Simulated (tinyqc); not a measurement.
Spherical quantum dot: one step. Charging energy. Two cases, with inputs chosen for the exercise.

Task: Two electrons in the hard-wall 1s state repel by U = 1.786 q/(eps R) + q (1/eps_o - 1/eps)/R, the second term from the polarisation of the surface; q = e^2/(4 pi eps0). The addition energies are U for the second electron and U + E(1p) - E(1s) for the third, with U taken as constant and hard-wall levels.

Constants: e^2/(4 pi eps0) = 14.39964547 eV angstrom.

Give: direct term; polarisation term; addition energies.

Case 1.

Values chosen (out of a larger set: near those of a non-polar GaN dot in AlGaN; not measured data):
- R = 42 angstrom (radius)
- eps = 9.8 (dielectric constant inside)
- eps_o = 2.1 (dielectric constant beyond a thin barrier shell (oxide or ligands))

Hard walls:

| state | degeneracy | x | E (eV) |
|---|---|---|---|
| 1s | 1 | 3.141593 | 0.102980 |
| 1p | 3 | 4.493409 | 0.210672 |
| 1d | 5 | 5.763459 | 0.346594 |
| 2s | 1 | 6.283185 | 0.411921 |
| 1f | 7 | 6.987932 | 0.509508 |
| 2p | 3 | 7.725252 | 0.622701 |

Result:

direct term = 62.5 meV
polarisation term = 128.3 meV

addition energies (meV): 190.8  298.5

Case 2.

Values chosen (out of a larger set: near those of a Si dot in SiO2, with the mean mass 3/(2/mt + 1/ml) for all six valleys; not measured data):
- R = 15 angstrom (radius)
- eps = 11.7 (dielectric constant inside)
- eps_o = 2.1 (dielectric constant of the oxide)

Hard walls:

| state | degeneracy | x | E (eV) |
|---|---|---|---|
| 1s | 1 | 3.141593 | 0.655390 |
| 1p | 3 | 4.493409 | 1.340763 |
| 1d | 5 | 5.763459 | 2.205803 |
| 2s | 1 | 6.283185 | 2.621561 |
| 1f | 7 | 6.987932 | 3.242631 |
| 2p | 3 | 7.725252 | 3.963013 |

Result:

direct term = 146.5 meV
polarisation term = 375.1 meV

addition energies (meV): 521.6  1207.0

Computed by tinyqc, one run a case: `OMP_NUM_THREADS=1 python tinyqc.py N N+1 out.jsonl` with N = 1250071, 1250393; one thread of a shared Intel(R) Xeon(R) Processor @ 2.30GHz, about 0.05 s a run at most.
